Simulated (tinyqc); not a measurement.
Finite-difference solution of the diffusion equation on a small grid: one step, computed by the program tinyqc. Command: `OMP_NUM_THREADS=1 python tinyqc.py 3024679 3024680 out.jsonl fdiff walk`. One thread of a shared host (Intel(R) Xeon(R) Processor @ 2.30GHz), about 0.01 s of CPU time with the checks.

dC/dt = D d2C/dx2 on nodes x_j = j dx, j = 0..7; the far end is sealed.

Task: Time step 2. With r = D dt/dx^2: (1 - theta r M) C(new) = (1 + (1 - theta) r M) C(old); theta = 0 explicit, 1 implicit, 1/2 Crank-Nicolson.

Boundary at x = 0: sealed surface. Scheme: explicit.

operator M:
```
,0,1,2,3,4,5,6,7
0,-2,2,0,0,0,0,0,0
1,1,-2,1,0,0,0,0,0
2,0,1,-2,1,0,0,0,0
3,0,0,1,-2,1,0,0,0
4,0,0,0,1,-2,1,0,0
5,0,0,0,0,1,-2,1,0
6,0,0,0,0,0,1,-2,1
7,0,0,0,0,0,0,2,-2
```

mesh ratio r = 0.384

C after step 1 (%): [20.29488, 35.78416, 65.93120, 79.95520, 68.46720, 36.96576, 14.11488, 2.48832]

Give: C after step 2.

Result:

C after step 2 (%): [32.19, 41.41, 59.74, 70.16, 60.78, 40.29, 18.43, 11.42]
